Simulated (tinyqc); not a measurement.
A spin-degenerate level with charging energy between two leads, rate equations: one step of the calculation.

States 0, up, down and 2 with energies 0, e1 - Ez/2, e1 + Ez/2 and 2 e1 + U. mu_L = +V/2, mu_R = -V/2 (meV), f(x) = 1/(1 + exp(x/kB T)). A transition that adds one electron of given spin at the energy E has the rate G f(E - mu) from each lead, and its reverse G [1 - f(E - mu)]. I counts electrons leaving the left lead, times q.

Question. Transition energies and Fermi factors. Transition energies: 0-up e1 - Ez/2, 0-down e1 + Ez/2, up-2 e1 + U + Ez/2, down-2 e1 + U - Ez/2.

Values chosen for this exercise:
```
symbol,value,unit,meaning
U,9.4,meV,charging energy of the second electron
e1,-5.63,meV,level
T,5.5,K,temperature
V,3.8,mV,bias
Ez,1.3,meV,Zeeman splitting
```

Constants: q = 1.602176634e-19 C, kB = 1.380649e-23 J/K, Vt = kB T/q. Results are converted to the units shown.

Wanted: E; fL; fR.

Answer.

```
transition  E (meV)     fL      fR
0-up         -6.280  1.000  0.9999
0-down       -4.980  1.000  0.9985
up-2          4.420  0.005  0.0000
down-2        3.120  0.071  0.0000
```

Range of the model: Rate equations need hbar G well below kB T; cotunnelling and the Kondo effect are left out.

Program tinyqc, `OMP_NUM_THREADS=1 python tinyqc.py 2780115 2780116 out.jsonl`; Intel Xeon 2.30GHz, shared host, one thread, about 0.01 s.
